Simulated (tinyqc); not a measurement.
A short-path metal as competitor: size effects in the resistivity of thin metal films and interconnect lines. Computed by tinyqc, a small Python program. Command: `OMP_NUM_THREADS=1 python tinyqc.py 3026363 3026364 out.jsonl size walk`. One thread of a shared host (Intel(R) Xeon(R) Processor @ 2.30GHz), about 0.01 s of CPU time with the checks.

Electrons lose their drift at surfaces (a share 1 - p of the hits) and at grain boundaries (reflection R), besides bulk scattering. The line sits in a trench with a non-conducting liner on both walls and the bottom; the spacing equals the drawn width.

Inputs (values chosen for the exercise, modelled on aluminium): bulk resistivity rho_b = 2.61 microohm cm; bulk mean free path lambda = 19.2 nm; specularity p = 0; grain-boundary reflection R = 0.58; grain size over metal width = 1.6; aspect ratio (height over width) = 2.4; liner thickness t = 1.4 nm; competitor: rho_b relative to this metal = 3.8; competitor: lambda relative to this metal = 0.44; competitor: liner relative to t = 0.

Geometry: line.

Method:
- Fuchs-Sondheimer film: rho_b/rho = 1 - (3/(2 kappa))(1 - p) int_0^1 (s - s^3)(1 - exp(-kappa/s))/(1 - p exp(-kappa/s)) ds, f = rho/rho_b, kappa = thickness/lambda, 80 Gauss-Legendre points.
- Line: the excess of a film of thickness w_m and of a film of thickness h_m are added, rho/rho_b = 1 + (f(w_m) - 1) + (f(h_m) - 1), an estimate that holds best when both sides exceed lambda.
- Mayadas-Shatzkes: alpha = (lambda/D) R/(1 - R); rho_b/rho = 1 - 3 alpha/2 + 3 alpha^2 - 3 alpha^3 ln(1 + 1/alpha).
- w_m = w - 2t, h_m = (aspect ratio) w - t, D = (ratio) w_m; rho = rho_b [1 + surface excess + grain excess].
- Effective resistivity rho (aspect ratio) w^2/(w_m h_m) for the metal with its liner, for the same metal without liner, and for a competitor with its own rho_b, lambda and liner, and for that competitor with the liner t; p, R, aspect and grain ratios are the same.

Effective resistivity (microohm cm):
```
w (nm)  this metal  without liner  competitor  competitor, liner t
200           3.12          3.063      10.679                10.87
100           3.66          3.517      11.435                11.88
50            4.86          4.433      12.949                14.06
30            6.70          5.668      14.982                17.40
20            9.45          7.210      17.548                22.40
14           13.89          9.178      20.866                30.52
10           21.98         11.766      25.292                45.34
7            41.93         15.581      31.895                81.72
5           102.83         20.565      40.599               191.50
```

What does the comparison show, and why?

The competitor wins below a width between 10.0 and 7.00 nm. In narrow lines rho scales as rho_b lambda/w, and the product rho_b lambda of the competitor is 1.67 times this metal's. At the narrowest width the liner costs this metal a factor 5.00. With the same liner the competitor wins nowhere in the table; at the narrowest width the thinner liner lowers it from 191 to 40.6. Rows with w - 2t below lambda stretch the additive estimate. Metal widths below about 5 nm are outside this semiclassical model. Caution: below about 5 nm roughness, discontinuity and quantum confinement take over from this semiclassical model.

Extremes, crossings and ranges named in words are read from the listed rows.
